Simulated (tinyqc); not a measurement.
Inside a calculation. Model: MOSFET in the linear regime without short-channel effects, parameter extraction from computed curves.

Program tinyqc, `OMP_NUM_THREADS=1 python tinyqc.py 2210029 2210030 out.jsonl`; Intel Xeon 2.30GHz, shared host, one thread, about 0.01 s. Printed values are rounded.

Inversion charge Q = Cox n Vt W0(exp((Vg - VT)/(n Vt))), W0 the Lambert function and n = nf; u = Q/Cox; mobility mu = mu0/(1 + th1 u + th2 u^2); channel resistance Rch = (L - dL)/(W mu Q); Id = Vd/(Rch + Rsd/W). Cox = eps0 eox/tox. Small Vd, no channel-length or drain effects.

Parameters, values chosen for the exercise; channel values of the order met in silicon transistors: temperature T = 400 K; relative permittivity of the gate insulator (close to hafnium oxide) eox = 21.8; insulator thickness tox = 14 nm; low-field mobility mu0 = 150 cm^2/(V s); first mobility attenuation factor th1 = 0.37 1/V; second mobility attenuation factor th2 = 0 1/V^2; threshold voltage VT = 0.49 V; body factor nf = 1.24; gate width W = 1 um; drawn gate length L = 0.46 um; drawn less effective length dL = 0.003 um; source plus drain resistance Rsd = 540 ohm um; drain voltage Vd = 0.025 V.

Constants: q = 1.602176634e-19 C, kB = 1.380649e-23 J/K, Vt = kB T/q, eps0 = 8.8541878128e-14 F/cm where lengths are in cm. Results are converted to the units shown.

## Transfer curve

Vg, point 0 to 9 (V): [0.29, 0.39, 0.49, 0.59, 0.69, 0.79, 0.89, 0.99, 1.09, 1.19]

u, mu, Rch and Id as defined.

```
point        u (V)  mu (cm^2/(V s))   Rch (ohm)      Id (uA)
0      3.932693e-4         149.9782  5.619801e6  0.004448129
1      0.003770978         149.7910  5.868125e5   0.04256388
2       0.02424082         148.6666    91976.79    0.2702212
3       0.07561618         145.9175    30041.17    0.8174965
4        0.1471572         142.2545    15834.03     1.526808
5        0.2283730         138.3128    10493.77     2.265771
6        0.3146721         134.3570    7840.081     2.983265
7        0.4039924         130.4941    6287.456     3.661686
8        0.4952843         126.7689    5279.243     4.296092
9        0.5879534         123.1990    4576.032     4.886599
```

## Threshold and mobility at the peak transconductance

gm_i = (Id_(i+1) - Id_(i-1))/(Vg_(i+1) - Vg_(i-1)); at the point j of largest gm the tangent meets the axis at V_ext = Vg_j - Id_j/gm_j; field-effect mobility gm_j L/(W Cox Vd) with the drawn L.

gm, point 1 to 8 (uS): [1.328865, 3.874663, 6.282935, 7.241371, 7.282283, 6.979577, 6.564134, 6.124566]
j = 5
V_ext = 0.4788653 V
field-effect mobility = 97.18700 cm^2/(V s)

V_ext is 11 mV below the model VT, and the mobility so found is 36 % below mu0 L/(L - dL) = 151 cm^2/(V s), the value for the drawn L; attenuation, series resistance and the slow approach of Q to a straight line all lower the peak gm.

## The Y function

Y_i = Id_i/sqrt(gm_i). For Id = beta Vd x/(1 + th x), x = Vg - VT, Y = sqrt(beta Vd) x whatever th. Slope s from points 5 and 8; VT_Y = Vg - Y/s at point 8; beta = s^2/Vd; mobility beta L/(W Cox) with the drawn L; th* = (beta Vd x/Id - 1)/x at point 8.

Y, point 1 to 8 (uA^0.5 V^0.5): [0.03692332, 0.1372785, 0.3261404, 0.5673801, 0.8396188, 1.129217, 1.429198, 1.735945]
s = 2.987753 uA^0.5 V^-0.5
VT_Y = 0.5089798 V
beta = 357.0667 uA/V^2
mobility from Y = 119.1324 cm^2/(V s)
th* = 0.3567470 1/V

The mobility from Y is 21 % below mu0 L/(L - dL) = 151 cm^2/(V s), which it should reach in deep inversion when th2 = 0. th* compares with th1 + mu0 Cox Rsd/(L - dL) = 0.614 1/V, since series resistance enters like th1. The match is poor here: at these overdrives Q is not yet a straight line in Vg.
